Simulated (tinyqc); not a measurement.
ROHF in the 3-21g basis, for H3, spin multiplicity 2, step by step (part 1 of 3). Computed by tinyqc, a small Python program that keeps every step (integrals from PySCF). Settings: charge = 0, multiplicity = 2, basis = 3-21g, energy threshold = 1e-08, iteration cap = 55, orthogonalisation = symmetric, start = highest core orbitals, DIIS depth = 0, method = ROHF. Command: `OMP_NUM_THREADS=1 python tinyqc.py 30749 30750 out.jsonl` (the two numbers bound the seeds that draw the settings). One thread of a shared host (Intel(R) Xeon(R) Processor @ 2.60GHz), about 0.07 s of CPU time with the checks. Later iterations appear only in the table of the cycle.

## One-electron integrals

Geometry (angstrom):
```
atom         x         y         z
H     0.000000  0.000000  0.000000
H     0.000000  0.000000  0.877000
H     0.000000  0.788000  0.383000
```

Basis 3-21g: exponents (1/bohr^2) and contraction coefficients of normalised primitives:
```
element  l (shell)  exponent  coefficient
H            s (1)  5.447178     0.156285
H            s (1)  0.824547     0.904691
H            s (2)  0.183192     1.000000
```

Overlap, kinetic and nuclear-attraction integrals over the contracted functions; the nuclear repulsion is the sum of Za Zb / Rab.

nuclear repulsion = 1.77635865 hartree

overlap S:
```
          1H 1s     1H 2s     2H 1s     2H 2s     3H 1s     3H 2s
1H 1s  1.000000  0.645899  0.285760  0.426344  0.286426  0.426688
1H 2s  0.645899  1.000000  0.426344  0.777572  0.426688  0.777953
2H 1s  0.285760  0.426344  1.000000  0.645899  0.246259  0.404842
2H 2s  0.426344  0.777572  0.645899  1.000000  0.404842  0.753572
3H 1s  0.286426  0.426688  0.246259  0.404842  1.000000  0.645899
3H 2s  0.426688  0.777953  0.404842  0.753572  0.645899  1.000000
```

kinetic energy T (hartree):
```
          1H 1s     1H 2s     2H 1s     2H 2s     3H 1s     3H 2s
1H 1s  1.549405  0.293152  0.064812  0.139764  0.065528  0.139982
1H 2s  0.293152  0.274788  0.139764  0.177831  0.139982  0.177988
2H 1s  0.064812  0.139764  1.549405  0.293152  0.025038  0.126366
2H 2s  0.139764  0.177831  0.293152  0.274788  0.126366  0.168014
3H 1s  0.065528  0.139982  0.025038  0.126366  1.549405  0.293152
3H 2s  0.139982  0.177988  0.126366  0.168014  0.293152  0.274788
```

nuclear attraction V (hartree):
```
           1H 1s      1H 2s      2H 1s      2H 2s      3H 1s      3H 2s
1H 1s  -2.925699  -1.548677  -0.813282  -1.063634  -0.815380  -1.064499
1H 2s  -1.548677  -1.701793  -1.053517  -1.395467  -1.054545  -1.396136
2H 1s  -0.813282  -1.053517  -2.891344  -1.528618  -0.691156  -1.000409
2H 2s  -1.063634  -1.395467  -1.528618  -1.685887  -1.000571  -1.353592
3H 1s  -0.815380  -1.054545  -0.691156  -1.000571  -2.891918  -1.528949
3H 2s  -1.064499  -1.396136  -1.000409  -1.353592  -1.528949  -1.686140
```

core Hamiltonian H = T + V (hartree):
```
           1H 1s      1H 2s      2H 1s      2H 2s      3H 1s      3H 2s
1H 1s  -1.376294  -1.255525  -0.748470  -0.923870  -0.749852  -0.924517
1H 2s  -1.255525  -1.427005  -0.913753  -1.217635  -0.914563  -1.218148
2H 1s  -0.748470  -0.913753  -1.341940  -1.235467  -0.666118  -0.874042
2H 2s  -0.923870  -1.217635  -1.235467  -1.411099  -0.874205  -1.185577
3H 1s  -0.749852  -0.914563  -0.666118  -0.874205  -1.342514  -1.235797
3H 2s  -0.924517  -1.218148  -0.874042  -1.185577  -1.235797  -1.411352
```

## Two-electron integrals

Functions are numbered as in S; the eight-fold symmetry (ij|kl) = (ji|kl) = (kl|ij) leaves the list below.

Two-electron integrals (ij|kl) in chemists' order, unique and non-zero (hartree):
```
(11|11) 1.140145   (21|11) 0.611403   (21|21) 0.345152   (22|11) 0.626370
(22|21) 0.380329   (22|22) 0.482957   (31|11) 0.255931   (31|21) 0.146910
(31|22) 0.165571   (31|31) 0.084817   (32|11) 0.276332   (32|21) 0.168723
(32|22) 0.213896   (32|31) 0.104401   (32|32) 0.149740   (33|11) 0.588657
(33|21) 0.368389   (33|22) 0.486601   (33|31) 0.255931   (33|32) 0.395274
(33|33) 1.140145   (41|11) 0.395274   (41|21) 0.224197   (41|22) 0.249010
(41|31) 0.104401   (41|32) 0.122836   (41|33) 0.276332   (41|41) 0.149740
(42|11) 0.454701   (42|21) 0.278251   (42|22) 0.360365   (42|31) 0.137596
(42|32) 0.189942   (42|33) 0.454701   (42|41) 0.189942   (42|42) 0.292005
(43|11) 0.368389   (43|21) 0.229192   (43|22) 0.303375   (43|31) 0.146910
(43|32) 0.224197   (43|33) 0.611403   (43|41) 0.168723   (43|42) 0.278251
(43|43) 0.345152   (44|11) 0.486601   (44|21) 0.303375   (44|22) 0.412850
(44|31) 0.165571   (44|32) 0.249010   (44|33) 0.626370   (44|41) 0.213896
(44|42) 0.360365   (44|43) 0.380329   (44|44) 0.482957   (51|11) 0.256620
(51|21) 0.147293   (51|22) 0.165979   (51|31) 0.069547   (51|32) 0.082152
(51|33) 0.182058   (51|41) 0.099339   (51|42) 0.127926   (51|43) 0.112468
(51|44) 0.144399   (51|51) 0.085218   (52|11) 0.276717   (52|21) 0.168942
(52|22) 0.214131   (52|31) 0.082058   (52|32) 0.107926   (52|33) 0.246882
(52|41) 0.115438   (52|42) 0.170606   (52|43) 0.153277   (52|44) 0.201943
(52|51) 0.104744   (52|52) 0.149983   (53|11) 0.163944   (53|21) 0.100504
(53|22) 0.126873   (53|31) 0.060931   (53|32) 0.084841   (53|33) 0.215576
(53|41) 0.072988   (53|42) 0.110838   (53|43) 0.124422   (53|44) 0.141473
(53|51) 0.061055   (53|52) 0.084898   (53|53) 0.062744   (54|11) 0.245823
(54|21) 0.151605   (54|22) 0.196537   (54|31) 0.078474   (54|32) 0.107440
(54|33) 0.252978   (54|41) 0.105659   (54|42) 0.162517   (54|43) 0.155329
(54|44) 0.199422   (54|51) 0.095194   (54|52) 0.140305   (54|53) 0.084658
(54|54) 0.134949   (55|11) 0.589151   (55|21) 0.368658   (55|22) 0.486814
(55|31) 0.181760   (55|32) 0.246740   (55|33) 0.559103   (55|41) 0.254823
(55|42) 0.395086   (55|43) 0.352079   (55|44) 0.473388   (55|51) 0.256620
(55|52) 0.395609   (55|53) 0.215576   (55|54) 0.374375   (55|55) 1.140145
(61|11) 0.395609   (61|21) 0.224385   (61|22) 0.249216   (61|31) 0.099164
(61|32) 0.115381   (61|33) 0.254837   (61|41) 0.147541   (61|42) 0.185691
(61|43) 0.157540   (61|44) 0.205371   (61|51) 0.104744   (61|52) 0.123077
(61|53) 0.073037   (61|54) 0.110954   (61|55) 0.276717   (61|61) 0.149983
(62|11) 0.454983   (62|21) 0.278420   (62|22) 0.360570   (62|31) 0.127690
(62|32) 0.170519   (62|33) 0.395145   (62|41) 0.185651   (62|42) 0.278937
(62|43) 0.245362   (62|44) 0.330217   (62|51) 0.137985   (62|52) 0.190198
(62|53) 0.110878   (62|54) 0.177026   (62|55) 0.454983   (62|61) 0.190198
(62|62) 0.292291   (63|11) 0.245696   (63|21) 0.151537   (63|22) 0.196484
(63|31) 0.094963   (63|32) 0.140195   (63|33) 0.374375   (63|41) 0.110831
(63|42) 0.176933   (63|43) 0.212467   (63|44) 0.236212   (63|51) 0.078618
(63|52) 0.107507   (63|53) 0.084658   (63|54) 0.108377   (63|55) 0.252978
(63|61) 0.105692   (63|62) 0.162555   (63|63) 0.134949   (64|11) 0.391464
(64|21) 0.242543   (64|22) 0.324491   (64|31) 0.124700   (64|32) 0.179409
(64|33) 0.437028   (64|41) 0.167893   (64|42) 0.271582   (64|43) 0.267680
(64|44) 0.347485   (64|51) 0.124976   (64|52) 0.179543   (64|53) 0.114848
(64|54) 0.174214   (64|55) 0.437028   (64|61) 0.168019   (64|62) 0.271694
(64|63) 0.174214   (64|64) 0.274257   (65|11) 0.368658   (65|21) 0.229338
(65|22) 0.303495   (65|31) 0.112272   (65|32) 0.153184   (65|33) 0.352079
(65|41) 0.157514   (65|42) 0.245318   (65|43) 0.220273   (65|44) 0.295872
(65|51) 0.147293   (65|52) 0.224385   (65|53) 0.124422   (65|54) 0.212467
(65|55) 0.611403   (65|61) 0.168942   (65|62) 0.278420   (65|63) 0.155329
(65|64) 0.267680   (65|65) 0.345152   (66|11) 0.486814   (66|21) 0.303495
(66|22) 0.412968   (66|31) 0.144111   (66|32) 0.201805   (66|33) 0.473388
(66|41) 0.205286   (66|42) 0.330128   (66|43) 0.295872   (66|44) 0.405452
(66|51) 0.165979   (66|52) 0.249216   (66|53) 0.141473   (66|54) 0.236212
(66|55) 0.626370   (66|61) 0.214131   (66|62) 0.360570   (66|63) 0.199422
(66|64) 0.347485   (66|65) 0.380329   (66|66) 0.482957
```

## Orthogonalisation

S = U s U^T; symmetric (Loewdin) form X = U s^(-1/2) U^T, so that X^T S X = 1.

eigenvalues of S: 0.134621  0.150156  0.476808  0.780242  0.850017  3.608156

X:
```
           1H 1s      1H 2s      2H 1s      2H 2s      3H 1s      3H 2s
1H 1s   1.253256  -0.493409  -0.067383   0.031154  -0.067831   0.031229
1H 2s  -0.493409   1.960241   0.027162  -0.563662   0.027288  -0.564947
2H 1s  -0.067383   0.027162   1.249596  -0.491140  -0.040801   0.024099
2H 2s   0.031154  -0.563662  -0.491140   1.891842   0.024151  -0.482480
3H 1s  -0.067831   0.027288  -0.040801   0.024151   1.249671  -0.491172
3H 2s   0.031229  -0.564947   0.024099  -0.482480  -0.491172   1.892917
```

## Starting guess

The start is the highest orbitals of the core Hamiltonian (a deliberately bad start); D(s) = C_occ C_occ^T for each spin.

D(alpha) at the start:
```
           1H 1s      1H 2s      2H 1s      2H 2s      3H 1s      3H 2s
1H 1s   1.010371  -1.787009  -0.565334   0.941670  -0.567438   0.945389
1H 2s  -1.787009   3.160621   1.000364  -1.666325   1.003130  -1.671253
2H 1s  -0.565334   1.000364   1.079955  -1.845420  -0.444414   0.787668
2H 2s   0.941670  -1.666325  -1.845420   3.154271   0.786701  -1.392269
3H 1s  -0.567438   1.003130  -0.444414   0.786701   1.078876  -1.844617
3H 2s   0.945389  -1.671253   0.787668  -1.392269  -1.844617   3.154713
```

D(beta) at the start:
```
           1H 1s      1H 2s      2H 1s      2H 2s      3H 1s      3H 2s
1H 1s   1.010340  -1.786951  -0.560438   0.933219  -0.572287   0.953771
1H 2s  -1.786951   3.160512   0.991226  -1.650549   1.012183  -1.686898
2H 1s  -0.560438   0.991226   0.310877  -0.517659   0.317449  -0.529059
2H 2s   0.933219  -1.650549  -0.517659   0.861984  -0.528603   0.880967
3H 1s  -0.572287   1.012183   0.317449  -0.528603   0.324161  -0.540244
3H 2s   0.953771  -1.686898  -0.529059   0.880967  -0.540244   0.900368
```

## Iteration 1: building the Fock matrix

J_ij = sum D_kl (ij|kl) with D = D(alpha) + D(beta), K_ij = sum D_kl (ik|jl) for each spin; F = H + J - K(s); E = tr D H + tr D J / 2 - 0.5 sum_s tr D(s) K(s) + E_nn.

Coulomb J (hartree):
```
          1H 1s     1H 2s     2H 1s     2H 2s     3H 1s     3H 2s
1H 1s  1.746784  1.020865  0.485647  0.684567  0.487108  0.685182
1H 2s  1.020865  1.282169  0.654234  1.014802  0.655464  1.015522
2H 1s  0.485647  0.654234  1.603471  0.959287  0.406557  0.619632
2H 2s  0.684567  1.014802  0.959287  1.246351  0.620240  0.976742
3H 1s  0.487108  0.655464  0.406557  0.620240  1.606391  0.960584
3H 2s  0.685182  1.015522  0.619632  0.976742  0.960584  1.247175
```

exchange K(alpha) (hartree):
```
          1H 1s     1H 2s     2H 1s     2H 2s     3H 1s     3H 2s
1H 1s  0.258919  0.051044  0.003914  0.049359  0.003898  0.049393
1H 2s  0.051044  0.063588  0.049669  0.044990  0.049699  0.044988
2H 1s  0.003914  0.049669  0.275640  0.048701  0.003855  0.047635
2H 2s  0.049359  0.044990  0.048701  0.069265  0.047631  0.044243
3H 1s  0.003898  0.049699  0.003855  0.047631  0.275363  0.048742
3H 2s  0.049393  0.044988  0.047635  0.044243  0.048742  0.069156
```

exchange K(beta) (hartree):
```
           1H 1s     1H 2s      2H 1s     2H 2s      3H 1s     3H 2s
1H 1s   0.252802  0.042947  -0.013805  0.040542  -0.014378  0.040736
1H 2s   0.042947  0.042315   0.023009  0.021606   0.023501  0.021610
2H 1s  -0.013805  0.023009   0.079724  0.017543   0.033862  0.010720
2H 2s   0.040542  0.021606   0.017543  0.028602   0.011015  0.025171
3H 1s  -0.014378  0.023501   0.033862  0.011015   0.082932  0.017994
3H 2s   0.040736  0.021610   0.010720  0.025171   0.017994  0.028935
```

F(alpha) (hartree):
```
           1H 1s      1H 2s      2H 1s      2H 2s      3H 1s      3H 2s
1H 1s   0.111571  -0.285704  -0.266736  -0.288661  -0.266643  -0.288728
1H 2s  -0.285704  -0.208424  -0.309188  -0.247823  -0.308798  -0.247614
2H 1s  -0.266736  -0.309188  -0.014109  -0.324880  -0.263416  -0.302045
2H 2s  -0.288661  -0.247823  -0.324880  -0.234012  -0.301596  -0.253078
3H 1s  -0.266643  -0.308798  -0.263416  -0.301596  -0.011485  -0.323955
3H 2s  -0.288728  -0.247614  -0.302045  -0.253078  -0.323955  -0.233332
```

F(beta) (hartree):
```
           1H 1s      1H 2s      2H 1s      2H 2s      3H 1s      3H 2s
1H 1s   0.117688  -0.277607  -0.249018  -0.279845  -0.248366  -0.280071
1H 2s  -0.277607  -0.187151  -0.282528  -0.224439  -0.282600  -0.224236
2H 1s  -0.249018  -0.282528   0.181807  -0.293723  -0.293423  -0.265130
2H 2s  -0.279845  -0.224439  -0.293723  -0.193350  -0.264980  -0.234006
3H 1s  -0.248366  -0.282600  -0.293423  -0.264980   0.180945  -0.293206
3H 2s  -0.280071  -0.224236  -0.265130  -0.234006  -0.293206  -0.193111
```

total energy of this density = 2.59182983 hartree

## Iteration 1: Roothaan effective Fock matrix

With projectors Pc = D(beta) S, Po = (D(alpha) - D(beta)) S, Pv = 1 - D(alpha) S, the block xy is Px^T F Py; with Fc = (F(alpha) + F(beta))/2, the blocks are Fc for cc, oo, vv and cv, F(beta) for co and F(alpha) for ov.

effective F (hartree):
```
           1H 1s      1H 2s      2H 1s      2H 2s      3H 1s      3H 2s
1H 1s   0.114631  -0.281655  -0.257881  -0.284178  -0.257498  -0.284474
1H 2s  -0.281655  -0.197788  -0.295889  -0.236145  -0.295669  -0.235912
2H 1s  -0.257881  -0.295889   0.063928  -0.309603  -0.258918  -0.283397
2H 2s  -0.284178  -0.236145  -0.309603  -0.207368  -0.282860  -0.249721
3H 1s  -0.257498  -0.295669  -0.258918  -0.282860   0.065642  -0.308897
3H 2s  -0.284474  -0.235912  -0.283397  -0.249721  -0.308897  -0.207177
```

## Iteration 1: diagonalisation and new density

Diagonalise F' = X^T F X, C = X C', fill 2 alpha and 1 beta electrons from the bottom; D(s) = C_occ C_occ^T. Each column has its largest component positive (the first on a tie).

F' = X^T F X (hartree):
```
           1          2          3          4          5          6
1   0.500499  -0.367315  -0.147123  -0.076899  -0.146868  -0.078003
2  -0.367315   0.236196  -0.091107  -0.066771  -0.091646  -0.065648
3  -0.147123  -0.091107   0.446422  -0.401938  -0.137656  -0.047928
4  -0.076899  -0.066771  -0.401938   0.258710  -0.047274  -0.130748
5  -0.146868  -0.091646  -0.137656  -0.047274   0.448356  -0.401608
6  -0.078003  -0.065648  -0.047928  -0.130748  -0.401608   0.258364
```

orbital energies (hartree): MO1 -0.411159, MO2 0.119714, MO3 0.130179, MO4 0.661161, MO5 0.794029, MO6 0.854623

coefficients C:
```
            MO1        MO2        MO3        MO4        MO5        MO6
1H 1s  0.231748  -0.003473   0.177058   0.470179  -1.232428   0.013261
1H 2s  0.152894  -0.016440   1.582263  -0.351661   1.439872  -0.016078
2H 1s  0.265260   0.263614  -0.054575   0.739632   0.470545  -0.948120
2H 2s  0.207831   1.123953  -0.791084  -0.592385  -0.608096   1.311244
3H 1s  0.263811  -0.261783  -0.058874   0.731903   0.489571   0.945286
3H 2s  0.207815  -1.107014  -0.821345  -0.582378  -0.631420  -1.302599
```

D(alpha) after iteration 1:
```
          1H 1s     1H 2s      2H 1s      2H 2s      3H 1s      3H 2s
1H 1s  0.053719  0.035490   0.060558   0.044261   0.062047   0.052006
1H 2s  0.035490  0.023647   0.036223   0.013298   0.044639   0.049973
2H 1s  0.060558  0.036223   0.139855   0.351420   0.000969  -0.236700
2H 2s  0.044261  0.013298   0.351420   1.306465  -0.239404  -1.201042
3H 1s  0.062047  0.044639   0.000969  -0.239404   0.138127   0.344622
3H 2s  0.052006  0.049973  -0.236700  -1.201042   0.344622   1.268667
```

D(beta) after iteration 1:
```
          1H 1s     1H 2s     2H 1s     2H 2s     3H 1s     3H 2s
1H 1s  0.053707  0.035433  0.061473  0.048164  0.061138  0.048161
1H 2s  0.035433  0.023377  0.040557  0.031776  0.040335  0.031774
2H 1s  0.061473  0.040557  0.070363  0.055129  0.069978  0.055125
2H 2s  0.048164  0.031776  0.055129  0.043194  0.054828  0.043190
3H 1s  0.061138  0.040335  0.069978  0.054828  0.069596  0.054824
3H 2s  0.048161  0.031774  0.055125  0.043190  0.054824  0.043187
```

## Iteration 2: building the Fock matrix

As before.

Coulomb J (hartree):
```
          1H 1s     1H 2s     2H 1s     2H 2s     3H 1s     3H 2s
1H 1s  1.793838  1.089079  0.566015  0.753474  0.566979  0.753988
1H 2s  1.089079  1.396059  0.787398  1.154669  0.787023  1.154738
2H 1s  0.566015  0.787398  1.945913  1.161363  0.499595  0.751746
2H 2s  0.753474  1.154669  1.161363  1.445764  0.750875  1.137209
3H 1s  0.566979  0.787023  0.499595  0.750875  1.941919  1.159415
3H 2s  0.753988  1.154738  0.751746  1.137209  1.159415  1.444341
```

exchange K(alpha) (hartree):
```
          1H 1s     1H 2s     2H 1s     2H 2s     3H 1s     3H 2s
1H 1s  0.410302  0.392448  0.320650  0.362170  0.323438  0.363952
1H 2s  0.392448  0.458514  0.407743  0.459124  0.408532  0.459963
2H 1s  0.320650  0.407743  0.664709  0.544397  0.224142  0.345582
2H 2s  0.362170  0.459124  0.544397  0.546382  0.344506  0.433535
3H 1s  0.323438  0.408532  0.224142  0.344506  0.659428  0.541173
3H 2s  0.363952  0.459963  0.345582  0.433535  0.541173  0.544465
```

exchange K(beta) (hartree):
```
          1H 1s     1H 2s     2H 1s     2H 2s     3H 1s     3H 2s
1H 1s  0.396106  0.368092  0.297754  0.337569  0.297540  0.337551
1H 2s  0.368092  0.396956  0.346294  0.386973  0.345854  0.386883
2H 1s  0.297754  0.346294  0.425197  0.385323  0.294463  0.343847
2H 2s  0.337569  0.386973  0.385323  0.405163  0.343429  0.388077
3H 1s  0.297540  0.345854  0.294463  0.343429  0.423891  0.384587
3H 2s  0.337551  0.386883  0.343847  0.388077  0.384587  0.404880
```

F(alpha) (hartree):
```
           1H 1s      1H 2s      2H 1s      2H 2s      3H 1s      3H 2s
1H 1s   0.007241  -0.558893  -0.503104  -0.532565  -0.506312  -0.534481
1H 2s  -0.558893  -0.489460  -0.534098  -0.522090  -0.536072  -0.523373
2H 1s  -0.503104  -0.534098  -0.060736  -0.618500  -0.390664  -0.467878
2H 2s  -0.532565  -0.522090  -0.618500  -0.511716  -0.467836  -0.481904
3H 1s  -0.506312  -0.536072  -0.390664  -0.467836  -0.060023  -0.617554
3H 2s  -0.534481  -0.523373  -0.467878  -0.481904  -0.617554  -0.511476
```

F(beta) (hartree):
```
           1H 1s      1H 2s      2H 1s      2H 2s      3H 1s      3H 2s
1H 1s   0.021437  -0.534538  -0.480209  -0.507965  -0.480413  -0.508081
1H 2s  -0.534538  -0.427903  -0.472649  -0.449939  -0.473394  -0.450293
2H 1s  -0.480209  -0.472649   0.178777  -0.459426  -0.460986  -0.466143
2H 2s  -0.507965  -0.449939  -0.459426  -0.370498  -0.466759  -0.436446
3H 1s  -0.480413  -0.473394  -0.460986  -0.466759   0.175515  -0.460969
3H 2s  -0.508081  -0.450293  -0.466143  -0.436446  -0.460969  -0.371890
```

total energy of this density = -1.45893548 hartree

## Iteration 2: Roothaan effective Fock matrix

As before.

effective F (hartree):
```
           1H 1s      1H 2s      2H 1s      2H 2s      3H 1s      3H 2s
1H 1s   0.014330  -0.546722  -0.491214  -0.520078  -0.493808  -0.521475
1H 2s  -0.546722  -0.458686  -0.503052  -0.485883  -0.505057  -0.486969
2H 1s  -0.491214  -0.503052   0.040838  -0.543079  -0.407349  -0.462382
2H 2s  -0.520078  -0.485883  -0.543079  -0.437526  -0.462891  -0.462324
3H 1s  -0.493808  -0.505057  -0.407349  -0.462891   0.038984  -0.544174
3H 2s  -0.521475  -0.486969  -0.462382  -0.462324  -0.544174  -0.438958
```
